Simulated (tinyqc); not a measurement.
# Double-gate transistor, scale length and short-channel effects: two studies

A body of thickness ts between two insulators of thickness ti and two tied gates. Below threshold the potential that source and drain add obeys Laplace's equation and vanishes on the gate. Its lowest mode decays along the channel as exp(-k y); k is the smallest positive root of the matching condition at the interface, and the scale length is Lambda = pi/k.

Values chosen for this exercise; permittivities: semiconductor close to that of indium arsenide, insulator close to that of silicon nitride:
- T = 400 K (temperature)
- eps_r = 15 (relative permittivity of the semiconductor)
- ti = 2.3 nm (insulator thickness)
- ts = 11.7 nm (body thickness)
- L = 32 nm (channel length)
- Vbi = 0.96 V (potential of the source)
- sT = 0.49 V (potential of the barrier top at threshold)
- Vds = 0.6 V (drain voltage)

Constants: q = 1.602176634e-19 C, kB = 1.380649e-23 J/K, Vt = kB T/q. Results are converted to the units shown.

Each table varies one quantity; the others keep the values above.

## A higher permittivity at fixed equivalent oxide thickness

k is the smallest positive root of f(k) = ei cos(k ti) cos(k ts/2) - eps_r sin(k ti) sin(k ts/2). Along the channel psi(y) = s + a exp(y/l) + b exp(-y/l) with psi(0) = Vbi, psi(L) = Vbi + Vds and l = 1/k = Lambda/pi; with A = Vbi - s, B = A + Vds, x = exp(-L/l): a = (B - A x) x/(1 - x^2), b = (A - B x)/(1 - x^2). The minimum is s + 2 sqrt(a b), at y = (l/2) ln(b/a). The long-channel potential follows the gate as s = sT + (Vg - VTL)/m, and the threshold VT is the gate voltage at which the minimum equals sT. Swing = m Vt ln 10/g at threshold, g = d(minimum)/ds = 1 - (b x + a)/((1 + x) sqrt(a b)). DIBL = [VT(0.05 V) - VT(Vds)]/(Vds - 0.05 V). sT and Vbi are held fixed; m = 1. The equivalent oxide thickness 3.9 ti/ei is held at 1.2 nm, so ti = 1.2 ei/3.9 nm.

A higher permittivity at fixed equivalent oxide thickness:
```
ei	ti (nm)	Lambda (nm)	L/Lambda	DIBL (mV/V)	swing (mV/decade)
3.9	1.2000	19.735	1.6215	74.718	95.088
5	1.5385	19.788	1.6172	75.334	95.213
7.5	2.3077	19.959	1.6033	77.340	95.621
10	3.0769	20.204	1.5839	80.249	96.211
15	4.6154	20.931	1.5288	89.195	98.019
20	6.1538	22.002	1.4544	103.21	100.83
25	7.6923	23.432	1.3656	123.43	104.86
35	10.769	27.264	1.1737	185.96	117.14
```

As ei goes from 3.9 to 35, Lambda rises from 19.7 to 27.3 nm, DIBL rises from 74.7 to 186 mV/V and the swing rises from 95.1 to 117 mV a decade. The ratio ei/ti is the same in every row, yet the insulator grows from 1.20 to 10.8 nm, and drain fields reach the channel sideways through it. For ei = 20 to 35 L is under 1.5 Lambda, where higher modes, left out of the one-mode potential, count.

## Effect of the relative permittivity of the insulator

Same model as above.

Result of one run:
```
ei	Lambda (nm)	L/Lambda	VT - VTL at Vds (mV)	DIBL (mV/V)	swing (mV/decade)
8.5	19.14	1.672	-120.5	67.98	93.72
```

What becomes of these results when the relative permittivity of the insulator ei is changed from 8.5 to 3.9, all else the same?

Result of the changed run:
```
ei	Lambda (nm)	L/Lambda	VT - VTL at Vds (mV)	DIBL (mV/V)	swing (mV/decade)
3.9	25.33	1.263	-266.9	153.0	110.7
```

The whole series:
```
ei	Lambda (nm)	L/Lambda	VT - VTL at Vds (mV)	DIBL (mV/V)	swing (mV/decade)
3.9	25.33	1.263	-266.9	153.0	110.7
5.7	21.93	1.459	-179.9	102.2	100.6
8.5	19.14	1.672	-120.5	67.98	93.72
12	17.28	1.852	-87.22	48.94	89.80
18	15.62	2.049	-61.96	34.61	86.81
27	14.41	2.220	-46.36	25.81	84.95
40	13.58	2.357	-36.94	20.53	83.82
```

As ei goes from 3.9 to 40, Lambda falls from 25.3 to 13.6 nm, DIBL falls from 153 to 20.5 mV/V and the swing falls from 111 to 83.8 mV a decade. On average Lambda goes as ei^(-0.27). For ei = 3.9 to 5.7 L is under 1.5 Lambda, where higher modes, left out of the one-mode potential, count.

Computed by the program tinyqc: `OMP_NUM_THREADS=1 python tinyqc.py 2420076 2420077 out.jsonl`, one thread of a shared Intel Xeon 2.30GHz, about 0.01 s for the whole run.
